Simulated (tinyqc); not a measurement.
## Crystallisation kinetics and data retention of a phase-change cell: effect of the activation energy at a fixed measured point

Johnson-Mehl-Avrami-Kolmogorov law X = 1 - exp(-y^n), y = integral of k dt, k = (1/100 s) exp[-(Ec q/kB)(1/T - 1/T1)].

At fixed T the state fails at t = (-ln(1 - Xf))^(1/n)/k; ten years are 3.15576e8 s. k at T1 is held.

Values chosen for this exercise; values of the order of Ge-Sb-Te and related chalcogenides: temperature at which the rate k is 1/(100 s) T1 = 464 K; Avrami exponent n = 3.5; crystalline share at which the state is lost Xf = 0.5; storage temperature T = 371 K.

Constants: q = 1.602176634e-19 C, kB = 1.380649e-23 J/K. Results are converted to the units shown.

Effect of the activation energy at a fixed measured point:
```
Ec (eV)	temperature for ten years (K)	time to fail at T (years)
1.5	331.0	0.03463
1.8	347.6	0.2271
2.1	360.5	1.490
2.4	370.9	9.771
2.7	379.3	64.08
3	386.4	420.3
3.3	392.4	2757
3.6	397.5	1.808e4
```

The ten-year temperature rises from 331 to 397 K, and the projected life at 371 K spans 5.72 decades: an error of 0.1 eV changes it by a factor of 1.87.

Range of the model: One Arrhenius rate is assumed; incubation, growth from the boundary and the non-Arrhenius kinetics of the supercooled liquid are left out.

Numbers from tinyqc (`OMP_NUM_THREADS=1 python tinyqc.py 2490043 2490044 out.jsonl`; about 0.02 s on one thread of a shared Intel Xeon 2.30GHz).
